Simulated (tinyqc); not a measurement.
Plane-wave Kohn-Sham cycle with exchange-only LDA in a layered model solid, step by step. Computed by tinyqc, a small Python program that keeps every step. Settings: points = 16, plane-wave index or count = 2, electrons = 2, k points = 1, area = 37.0, mixing = 0.1, iteration cap = 61. Command: `OMP_NUM_THREADS=1 python tinyqc.py 30659 30660 out.jsonl` (the two numbers bound the seeds that draw the settings). One thread of a shared host (Intel(R) Xeon(R) Processor @ 2.60GHz), about 0.01 s of CPU time with the checks. Later iterations appear only in the table of the cycle.

## Iteration 1: potential

A solid whose potential varies along x alone (atomic units):
```
parameter                      value
period a                    9.700000
cross-section of the cell  37.000000
electrons per cell                 2
grid points                       16
plane waves -n..n, n               2
k points                           1
V1 in V1 cos(2 pi x/a)     -0.560000
```

density at the start, on the grid x_j = j a/N (e/bohr^3): 0.00557258  0.00557258  0.00557258  0.00557258  0.00557258  0.00557258  0.00557258  0.00557258  0.00557258  0.00557258  0.00557258  0.00557258  0.00557258  0.00557258  0.00557258  0.00557258

V_H(G) = 4 pi rho(G)/G^2 for G != 0 (uniform background); v_x = -(3 rho/pi)^(1/3); V = V_ext + V_H + v_x; Fourier components f(G_m) = (1/N) sum_j f(x_j) exp(-i G_m x_j).

Potentials on the grid (hartree):
```
x             V_ext       V_H        v_x          V
0.000000  -0.560000  0.000000  -0.174586  -0.734586
0.606250  -0.517373  0.000000  -0.174586  -0.691958
1.212500  -0.395980  0.000000  -0.174586  -0.570566
1.818750  -0.214303  0.000000  -0.174586  -0.388889
2.425000          0  0.000000  -0.174586  -0.174586
3.031250   0.214303  0.000000  -0.174586   0.039717
3.637500   0.395980  0.000000  -0.174586   0.221394
4.243750   0.517373  0.000000  -0.174586   0.342787
4.850000   0.560000  0.000000  -0.174586   0.385414
5.456250   0.517373  0.000000  -0.174586   0.342787
6.062500   0.395980  0.000000  -0.174586   0.221394
6.668750   0.214303  0.000000  -0.174586   0.039717
7.275000          0  0.000000  -0.174586  -0.174586
7.881250  -0.214303  0.000000  -0.174586  -0.388889
8.487500  -0.395980  0.000000  -0.174586  -0.570566
9.093750  -0.517373  0.000000  -0.174586  -0.691958
```

V(G_m), m = 0, 1, 2, ... (hartree): -0.174586  -0.280000  0.000000  0.000000  0.000000

## Iteration 1: Hamiltonian at one k

k = 0.000000 2 pi / a

H(m,m') = (k + G_m)^2/2 delta + V(G_m - G_m'), with V(-G) = V(G).

H (hartree), lower triangle:
```
           -2         -1         +0         +1        +2
-2   0.664577
-1  -0.280000   0.035205
+0   0.000000  -0.280000  -0.174586
+1   0.000000   0.000000  -0.280000   0.035205
+2   0.000000   0.000000   0.000000  -0.280000  0.664577
```

## Iteration 1: levels at that k

Diagonalise the Hermitian matrix.

eigenvalues (hartree): -0.505556  -0.071330  0.235223  0.771112  0.795529

## Iteration 1: new density

Motion across x is left out: the lowest 1 band(s) hold two electrons at each of the k points (j + 1/2)/nk - 1/2. Residual R = rho(out) - rho(in); rho(new) = rho(in) + 0.1 R. rho(out) = 2/(a A nk) sum |psi|^2 with psi = sum c exp(i G x). Harris energy E = band energy - dV sum rho (V_H/2 + v_x) + (3/4) dV sum rho v_x with rho(in), dV = a A/N, band energy = (2/nk) sum of the filled levels.

rho(out) (e/bohr^3): 0.01947369  0.01683869  0.01080235  0.00502691  0.00164846  0.00038739  0.00008639  0.00003735  0.00003258  0.00003735  0.00008639  0.00038739  0.00164846  0.00502691  0.01080235  0.01683869

density after iteration 1 (e/bohr^3): 0.00696269  0.00669919  0.00609556  0.00551802  0.00518017  0.00505406  0.00502396  0.00501906  0.00501858  0.00501906  0.00502396  0.00505406  0.00518017  0.00551802  0.00609556  0.00669919

energy per cell = -0.92381827 hartree

## Iteration 2: potential

As before.

Potentials on the grid (hartree):
```
x             V_ext        V_H        v_x          V
0.000000  -0.560000   0.029318  -0.188040  -0.718722
0.606250  -0.517373   0.026214  -0.185637  -0.676796
1.212500  -0.395980   0.018040  -0.179885  -0.557825
1.818750  -0.214303   0.007438  -0.174014  -0.380879
2.425000          0  -0.003010  -0.170388  -0.173398
3.031250   0.214303  -0.011729  -0.168994   0.033580
3.637500   0.395980  -0.018088  -0.168658   0.209234
4.243750   0.517373  -0.021923  -0.168603   0.326847
4.850000   0.560000  -0.023202  -0.168597   0.368201
5.456250   0.517373  -0.021923  -0.168603   0.326847
6.062500   0.395980  -0.018088  -0.168658   0.209234
6.668750   0.214303  -0.011729  -0.168994   0.033580
7.275000          0  -0.003010  -0.170388  -0.173398
7.881250  -0.214303   0.007438  -0.174014  -0.380879
8.487500  -0.395980   0.018040  -0.179885  -0.557825
9.093750  -0.517373   0.026214  -0.185637  -0.676796
```

V(G_m), m = 0, 1, 2, ... (hartree): -0.174312  -0.271463  -0.000467  -0.000280  -0.000008

## Iteration 2: Hamiltonian at one k

k = 0.000000 2 pi / a

As before.

H (hartree), lower triangle:
```
           -2         -1         +0         +1        +2
-2   0.664851
-1  -0.271463   0.035479
+0  -0.000467  -0.271463  -0.174312
+1  -0.000280  -0.000467  -0.271463   0.035479
+2  -0.000008  -0.000280  -0.000467  -0.271463  0.664851
```

## Iteration 2: levels at that k

As before.

eigenvalues (hartree): -0.492447  -0.064837  0.230222  0.765642  0.787767

## Iteration 2: new density

As before.

rho(out) (e/bohr^3): 0.01935763  0.01676213  0.01080395  0.00507603  0.00169470  0.00041106  0.00009523  0.00004112  0.00003524  0.00004112  0.00009523  0.00041106  0.00169470  0.00507603  0.01080395  0.01676213

density after iteration 2 (e/bohr^3): 0.00820219  0.00770549  0.00656640  0.00547382  0.00483162  0.00458976  0.00453109  0.00452127  0.00452025  0.00452127  0.00453109  0.00458976  0.00483162  0.00547382  0.00656640  0.00770549

energy per cell = -0.89944346 hartree

## Convergence

Stop when sqrt(dV sum R^2) is below 1e-8, dV = a A/N.

Course of the cycle:
```
iteration  E (hartree)  norm of the residual
1          -0.92381827              1.29e-01
2          -0.89944346              1.15e-01
3          -0.87928776              1.03e-01
4          -0.86288936              9.19e-02
5          -0.84968310              8.20e-02
6          -0.83912378              7.32e-02
7          -0.83072751              6.52e-02
8          -0.82408160              5.82e-02
9          -0.81884202              5.18e-02
10         -0.81472609              4.62e-02
11         -0.81150389              4.11e-02
...                ...                   ...
51         -0.80077966              4.45e-04
52         -0.80078017              3.99e-04
53         -0.80078059              3.58e-04
54         -0.80078095              3.21e-04
55         -0.80078125              2.88e-04
56         -0.80078150              2.59e-04
57         -0.80078171              2.32e-04
58         -0.80078188              2.08e-04
59         -0.80078202              1.87e-04
60         -0.80078214              1.68e-04
61         -0.80078224              1.51e-04
```

Not converged within 61 iterations: the residual falls steadily but slowly, by a factor of about 0.90 a step. Reruns (cap 100 unless said): mixing 0.5, Kerker q0 1.0: converged in 99 (E = -0.80078); mixing 0.3, Pulay depth 5: converged in 8 (E = -0.80078); the original settings with a cap of 400: converged in 156 (E = -0.80078).
